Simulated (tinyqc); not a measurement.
Single-domain magnet: Stoner-Wohlfarth switching, Neel-Arrhenius retention, LLG dynamics and spin torque: one step, computed by the program tinyqc.

The moment is uniform, with unit vector m; z is the easy axis. mu_0 = 1.25663706212e-6 T m/A, gamma = 1.76085963023e11 rad/(s T).

Task: Spin-transfer switching. For axial symmetry and a polariser along z: I_c0 = (4 e alpha/(hbar eta)) K_eff V; relaxation time tau_D = (1 + alpha^2)/(alpha gamma mu_0 H_K); thermal start angle theta_0 = 1/sqrt(2 Delta); switching time about tau_D ln(pi/(2 theta_0))/(I/I_c0 - 1); precession frequency gamma mu_0 H_K/(2 pi (1 + alpha^2)).

Inputs (values chosen for the exercise, for a model magnet):
```
quantity                    value  unit
temperature T                 300     K
damping alpha               0.018     -
spin-torque efficiency eta   0.42     -
drive I/I_c0                  1.5     -
```

Shape: prolate spheroid, easy axis along it.

K_eff = 196.3910 kJ/m^3

volume V = 4071.504 nm^3

stability factor Delta = 193.0510

anisotropy field mu_0 H_K = 0.4572550 T

Constants: e = 1.602176634e-19 C; hbar = 1.054571817e-34 J s.

Give: critical current I_c0; Delta/I_c0; tau_D; switching time, estimate; precession frequency.

Result:

critical current I_c0 = 208.3 microampere

Delta/I_c0 = 0.9270 1/microampere

tau_D = 0.6902 ns

switching time, estimate = 4.734 ns

precession frequency = 12.81 GHz
